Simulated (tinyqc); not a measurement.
Lateral field, substrate current, probability of reaching the oxide barrier and hot-carrier lifetime of a silicon transistor (pseudo-two-dimensional and lucky-electron models): one step, computed by the program tinyqc.

Local-field models: a lucky carrier gains its energy at the peak field over a path free of collisions. Voltages are magnitudes.

Question. Peak lateral field. C_ox = 3.9 eps_0/t; F_sat = 2 v_s/mu; V_Dsat = V_ov F_sat L/(V_ov + F_sat L), V_ov = V_G - V_T; I_D/W = C_ox v_s (V_ov - V_Dsat). Scale length l = 0.22 t^(1/3) x_j^(1/2) (all in cm); F_m = sqrt(((V_D - V_Dsat)/l_e)^2 + F_sat^2), with l_e = l + L_n; length of the velocity-saturated region l_e ln((V_D - V_Dsat)/(l_e F_sat) + F_m/F_sat).

Inputs (values chosen for the exercise, modelled on a silicon p-channel):
```
quantity                                value                      unit
channel length L                         1100                        nm
oxide thickness t                          21                        nm
junction depth x_j                        290                        nm
mobility mu                               130                cm^2/(V s)
saturation velocity v_s                  0.68                  1e7 cm/s
threshold voltage V_T                    0.54                         V
gate voltage V_G                            7                         V
drain voltage V_D                          14                         V
ionisation prefactor A_i              9.1e+06                      1/cm
ionisation field B_i                     3.85                     MV/cm
hot-carrier mean free path lambda         4.8                        nm
oxide barrier phi_b                       4.6                        eV
interface-trap threshold phi_it           4.5                        eV
lifetime constant H                        50  s microampere/micrometre
length of the depleted extension L_n       75                        nm
```

Drain: lightly doped extension.

Constants: eps_0 = 8.8541878128e-12 F/m.

Give: scale length l; peak field F_m; velocity-saturated length; energy gained over one free path, e lambda F_m.

Answer.

scale length l = 151.7 nm

peak field F_m = 447.4 kV/cm

velocity-saturated length = 483.4 nm

energy gained over one free path, e lambda F_m = 0.2148 eV
